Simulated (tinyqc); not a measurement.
Dopant redistribution at a moving silicon-oxide interface during parabolic oxidation: one step, computed by the program tinyqc.

Uniformly doped silicon is oxidised with x_ox = sqrt(B t); the interface advances into the silicon by alpha x_ox, alpha = 0.44. The dopant does not move in the oxide, and at the interface C(silicon) = m C(oxide).

Question. Dose moved. Consumed silicon held alpha x_ox C_B; the oxide holds x_ox times the dopant concentration in the oxide; the difference is the excess in the silicon; 1 um = 1e-4 cm.

Inputs (values chosen for the exercise, modelled on antimony in silicon under steam): oxidation activation energy E_B = 0.777 eV; bulk doping C_B = 2.5e+15 1/cm^3; temperature T = 925 C.

oxide thickness = 0.4722182 um

concentration in the oxide = 1.090301e+15 1/cm^3

Give: dopant in the consumed silicon; dopant in the oxide; excess in the silicon.

Answer.

dopant in the consumed silicon = 5.194e+10 1/cm^2

dopant in the oxide = 5.149e+10 1/cm^2

excess in the silicon = 4.580e+08 1/cm^2

Caution: in this case the oxide is not much thicker than a typical Deal-Grove length A, so real growth is slower than parabolic. Caution: parabolic growth needs an oxide much thicker than the Deal-Grove length A, which fails for thin films and low temperatures; oxidation-enhanced or retarded diffusion is ignored.
